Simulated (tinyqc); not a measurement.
On-chip interconnect, size-dependent resistivity and RC delay: one step of the calculation.

A rectangular line between two neighbours and two ground planes. Surface and grain-boundary scattering are added to the bulk resistivity as corrections; capacitances are parallel-plate values without fringing; inductance is ignored.

Question. Ladder and Elmore delays. 4 equal pi sections: series Rs = r Lw/4; node capacitances c Lw/4, halved at nodes 0 and 4, with Cl added to node 4; Rd feeds node 0. Elmore delay of node k: the sum, over the resistors on the path to k, of resistance times all capacitance downstream of it.

Inputs (values chosen for the exercise); metal values close to those of copper:
- Lw = 20 um (line length)
- Rd = 840 ohm (driver resistance)
- Cl = 1.1 fF (load capacitance)

r = 481.52741 ohm/um
c = 0.15107458 fF/um

Find: Rs; C; Elmore delay.

Answer.

Rs = 2408 ohm

```
node  C (fF)  Elmore delay (ps)
0     0.3777              3.462
1     0.7554              12.48
2     0.7554              19.67
3     0.7554              25.05
4      1.478              28.60
```

The far-end value equals Rd (c Lw + Cl) + r Lw (c Lw/2 + Cl) for any number of pi sections; the line resistance contributes 87.9 % of it.

Range of the model: The metal width is under the mean free path, where the thick-limit surface term and the simple sum of corrections lose accuracy.

tinyqc, about 0.01 s, one thread, Intel Xeon 2.30GHz (shared host): `OMP_NUM_THREADS=1 python tinyqc.py 2100027 2100028 out.jsonl`
